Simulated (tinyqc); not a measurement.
## Surface potential of a MOS transistor: implicit equation and explicit approximations: effect of the acceptor density at fixed gate voltage

p-type body, charge-sheet picture, depletion and inversion only, full ionisation (an idealisation for deep acceptors), Boltzmann statistics (rough once Na exp(x - xn) passes about Nc/7). In units of Vt: xg = (Vg - Vfb)/Vt, x = psi/Vt, G = gamma/sqrt(Vt), xn = (2 phiF + Vc)/Vt. The implicit equation is (xg - x)^2 = G^2 [x - 1 + exp(x - xn)] for x above about 3. Cox = eps0 eox/tox.

ni = sqrt(Nc Nv) exp(-Eg/(2 Vt)), Eg in volts; phiF = Vt ln(Na/ni); gamma = sqrt(2 q eps0 eps_r Na)/Cox; VT = Vfb + Vt (xn + G sqrt(xn - 1)). Depletion value a = 1 + [sqrt(G^2/4 + xg - 1) - G/2]^2; inversion value b = xn + ln[(xg - xn)^2/G^2 - xn + 1] and first guess y = min(a, b) - ln(1 + exp(-|a - b|)) if a > xn + 1, else b = y = a; one second-order correction with D = exp(y - xn), p = 2 (xg - y) + G^2 (1 + D), w = (xg - y)^2 - G^2 (y - 1 + D): z = y + 2 w/(p + sqrt(p^2 - 2 (2 - G^2 D) w)), or the Newton step z = y + w/p where the root is not real. N_inv = (Cox Vt G/q) [sqrt(x - 1 + exp(x - xn)) - sqrt(x - 1)] at the root. Lambert form (Cox m Vt/q) W0[(G/(2 m sqrt(xn - 1))) exp((Vg - VT)/(m Vt))], m = 1 + G/(2 sqrt(xn - 1)). Errors under 1e-4 mV, and the linear form below VT, are printed as 0. Vfb is held fixed.

Parameters, values chosen for the exercise; band and dielectric values close to those of germanium: temperature T = 250 K; band gap Eg = 0.672 eV; relative permittivity eps_r = 16.2; conduction-band density of states at T Nc = 7.76e18 cm^-3; valence-band density of states at T Nv = 4.59e18 cm^-3; relative permittivity of the gate insulator (close to silicon nitride) eox = 7.41; insulator thickness tox = 6.1 nm; flat-band voltage Vfb = -0.64 V; channel-body voltage Vc = 0 V; gate-body voltage Vg = -0.31 V.

Constants: q = 1.602176634e-19 C, kB = 1.380649e-23 J/K, Vt = kB T/q, eps0 = 8.8541878128e-14 F/cm where lengths are in cm. Results are converted to the units shown.

The same in every row: Cox (Vg - VT)/q (cm^-2) = 0.

Results:
```
Na (cm^-3)  psi (V)   x - xn  error of y (mV)  error of z (mV)  N_inv (cm^-2)  Lambert form (cm^-2)
3.7e15      0.30933  -2.0626           0.0943                0       6.5547e8              6.1024e8
1.8e16      0.28647  -6.2880          3.04e-3                0       2.2080e7              1.7249e7
3.8e16      0.26889  -8.5984          4.37e-4                0       3.2944e6              2.2496e6
8.4e16      0.24386  -11.347                0                0       3.3088e5              1.7868e5
1.8e17      0.21299  -14.304                0                0          27119                9827.7
4e17        0.17423  -17.700                0                0         1516.4                256.73
8.8e17      0.13278  -21.201                0                0         79.523                3.4991
```

Estimate the missing row, Na = 8e15 cm^-3.

Computed row:
```
Na (cm^-3)  psi (V)   x - xn  error of y (mV)  error of z (mV)  N_inv (cm^-2)  Lambert form (cm^-2)
8e15        0.30022  -4.0279           0.0194                0       1.3750e8              1.1868e8
```

With this row back in the table: As Na goes from 3.7e15 to 8.8e17, psi falls from 0.309 to 0.133 V, x - xn falls from -2.06 to -21.2 and N_inv falls from 6.55e8 to 79.5 cm^-2. The Lambert form lies between 0.0440 and 0.931 times N_inv.

tinyqc, about 0.01 s, one thread, Intel Xeon 2.30GHz (shared host): `OMP_NUM_THREADS=1 python tinyqc.py 2122157 2122158 out.jsonl`
